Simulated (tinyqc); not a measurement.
Stress in a transistor channel from embedded alloy regions, liners and fins, by half-space elasticity: one step, computed by the program tinyqc. Command: `OMP_NUM_THREADS=1 python tinyqc.py 3027724 3027725 out.jsonl stressor walk`. One thread of a shared host (Intel(R) Xeon(R) Processor @ 2.30GHz), about 0.01 s of CPU time with the checks.

Plane strain in an isotropic half-space, the same constants everywhere; x along the channel from its centre, y downwards from the free surface; stress is positive in tension.

Task: Stress at the centre of the channel. A line element dA of misfit at (a, c) in the half-space gives, with C = E e/(2 pi (1 - nu)), X = x - a, r1^2 = X^2 + (y - c)^2, r2^2 = X^2 + Y^2, Y = y + c: s_xx = -C dA {[X^2 - (y - c)^2]/r1^4 + 3 [X^2 - Y^2]/r2^4 + 4 y Y (Y^2 - 3 X^2)/r2^6}, s_yy = C dA {[X^2 - (y - c)^2]/r1^4 - [X^2 - Y^2]/r2^4 + 4 y Y (Y^2 - 3 X^2)/r2^6}. These are integrated over two rectangles, L/2 < |a| < L/2 + S, 0 < c < d (closed form in a, 200 Gauss-Legendre points in c).

Inputs (values chosen for the exercise, modelled on silicon): Young's modulus E = 159 GPa; Poisson ratio nu = 0.21; channel length L = 78 nm; length of each stressor S = 95 nm; recess depth d = 15 nm; depth of the field point y = 4.3 nm.

Stressor: Si(1-x)Ge(x) source and drain.

misfit e = 0.006784

stress of a blanket film = -1.365387 GPa

Give: s_xx; s_yy; s_xx over the blanket-film stress.

Result:

s_xx = -409.67 MPa

s_yy = -5.4006 MPa

s_xx over the blanket-film stress = 0.30004

The channel is compressed along its length; s_yy is 0.013 of s_xx in size and vanishes at the surface.
